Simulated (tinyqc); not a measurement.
The first four gaps: longitudinal sound in a periodic multilayer: transfer matrices, stop bands and folded phonons. Computed by tinyqc, a small Python program. Command: `OMP_NUM_THREADS=1 python tinyqc.py 3024358 3024359 out.jsonl multilayer walk`. One thread of a shared host (Intel(R) Xeon(R) Processor @ 2.30GHz), about 0.01 s of CPU time with the checks.

Layers 1 and 2 repeat with period d = d_1 + d_2; waves travel normal to the layers, without loss. State vector (u, s): displacement u and stress divided by omega. Impedances Z = rho v are in 1e6 kg/(m^2 s).

Inputs (values chosen for the exercise, modelled on gallium arsenide (layer 1), aluminium arsenide (layer 2) and gallium arsenide (substrate)):

| quantity | value | unit |
|---|---|---|
| density rho_1 | 5.33 | g/cm^3 |
| velocity v_1 | 4800 | m/s |
| thickness d_1 | 20.6 | nm |
| density rho_2 | 3.81 | g/cm^3 |
| velocity v_2 | 5650 | m/s |
| thickness d_2 | 24.6 | nm |
| substrate density | 5.28 | g/cm^3 |
| substrate velocity | 4760 | m/s |

Method:
- Z = rho v; interface reflection r = (Z_2 - Z_1)/(Z_2 + Z_1) (stress amplitude, from 1 into 2); Bragg frequency f_B = 1/[2 (d_1/v_1 + d_2/v_2)]; long-wave velocity v_eff = d/sqrt[(d_1/v_1)^2 + (d_2/v_2)^2 + (Z_1/Z_2 + Z_2/Z_1)(d_1/v_1)(d_2/v_2)].
- A layer maps (u, s) by [[cos p, sin p/Z], [-Z sin p, cos p]], p = 2 pi f d_i/v_i; one period is M = M_2 M_1, and cos(q d) = trace(M)/2.
- Gap m contains m f_B; its edges, where trace(M)/2 = (-1)^m, are found by root search. Weak-contrast estimate of the width: (4 f_B/pi) |r sin(m pi a)|, a = (d_1/v_1)/(d_1/v_1 + d_2/v_2).

Bragg frequency f_B = 57.8326 GHz

Z_1 = 25.584

Z_2 = 21.5265

interface reflection r = -0.0861273

Stop bands (GHz):

| m | lower edge | upper edge | width | weak-contrast estimate |
|---|---|---|---|---|
| 1 | 54.66 | 61.01 | 6.3494 | 6.3416 |
| 2 | 115.59 | 115.74 | 0.1436 | 0.1436 |
| 3 | 170.32 | 176.67 | 6.3462 | 6.3383 |
| 4 | 231.19 | 231.47 | 0.2871 | 0.2871 |

With a = 0.496, gap 1 is the widest and gap 2 the narrowest: the layers are near a quarter wave each at f_B, so the even gaps almost close. The weak-contrast estimate misses the first width by -0.1 % at |r| = 0.09. Odd gaps open at the edge of the folded zone (q = pi/d), even ones at its centre.
